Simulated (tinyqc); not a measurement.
## One level coupled to a phonon between two leads, self-consistent Born approximation: effect of the level position

Wide-band leads with mu_L = +V/2 and mu_R = -V/2; phonons in equilibrium, Nq = 1/(exp(w0/kB T) - 1). Scattering links only energies that differ by w0, so a ladder E_k = E1 + k w0 closes on itself; terms that reach past its ends are dropped. Gn and Gp are the electron and hole parts of the spectral function A = Gn + Gp.

|G|^2 = 1/[(E - ed)^2 + (GL + GR + Sin + Sout)^2/4], Gn = |G|^2 (GL fL + GR fR + Sin), Gp = |G|^2 (GL (1 - fL) + GR (1 - fR) + Sout), f = 1/(1 + exp((E - mu)/kB T)). Sin(E) = M^2 [(Nq + 1) Gn(E + w0) + Nq Gn(E - w0)], Sout(E) = M^2 [(Nq + 1) Gp(E - w0) + Nq Gp(E + w0)]. Spectral currents into the level: iL = GL [fL Gp - (1 - fL) Gn], iR = GR [fR Gp - (1 - fR) Gn]. Here E - ed is replaced by E - ed - R(E), with the real part R(E) = (1/2 pi) P int [Sin + Sout](y) dy/(E - y). The total for one spin is I = (q/h) times the integral of iL over all E (all ladders, each long enough that its ends do not matter); the power given to phonons is (1/h) times the integral of E (iL + iR).

Inputs (values chosen for the exercise):

| symbol | value | unit | meaning |
|---|---|---|---|
| T | 77 | K | temperature of leads and phonons |
| w0 | 50 | meV | phonon energy |
| GL | 20 | meV | coupling to the left lead |
| GR | 14 | meV | coupling to the right lead |
| M | 19 | meV | electron-phonon matrix element |
| V | 190 | mV | bias |

Constants: q = 1.602176634e-19 C, kB = 1.380649e-23 J/K, h = 6.62607015e-34 J s, Vt = kB T/q. Results are converted to the units shown.

Results:

| ed (meV) | I (uA) | I without phonons (uA) | ratio of the two | power to phonons (nW) | share of I V (%) |
|---|---|---|---|---|---|
| 0 | 1.759 | 1.775 | 0.9909 | 15.80 | 4.728 |
| 28 | 1.727 | 1.752 | 0.9854 | 14.66 | 4.470 |
| 55 | 1.606 | 1.654 | 0.9707 | 10.51 | 3.443 |
| 82 | 1.274 | 1.291 | 0.9869 | 5.845 | 2.414 |
| 110 | 0.6151 | 0.5542 | 1.110 | 1.782 | 1.525 |
| 138 | 0.2339 | 0.2116 | 1.105 | 0.3303 | 0.7431 |
| 192 | 0.07732 | 0.07462 | 1.036 | 0.03799 | 0.2586 |
| 220 | 0.05391 | 0.05260 | 1.025 | 0.01859 | 0.1815 |

Estimate the missing row, ed = 165 meV.

Computed row:

| ed (meV) | I (uA) | I without phonons (uA) | ratio of the two | power to phonons (nW) | share of I V (%) |
|---|---|---|---|---|---|
| 165 | 0.1216 | 0.1149 | 1.058 | 0.09269 | 0.4013 |

With this row back in the table: I falls from 1.76 to 0.0539 uA as the level leaves the window |E| < 95 meV; the ratio to the current without phonons moves up and down between 0.971 and 1.11. The power to phonons falls from 15.8 to 0.0186 nW.

Range of the model: The self-consistent Born approximation keeps only non-crossing phonon lines and no Hartree shift; it is rough once the coupling nears the phonon energy.

Numbers from tinyqc (`OMP_NUM_THREADS=1 python tinyqc.py 2720011 2720012 out.jsonl`; about 0.05 s on one thread of a shared Intel Xeon 2.30GHz).
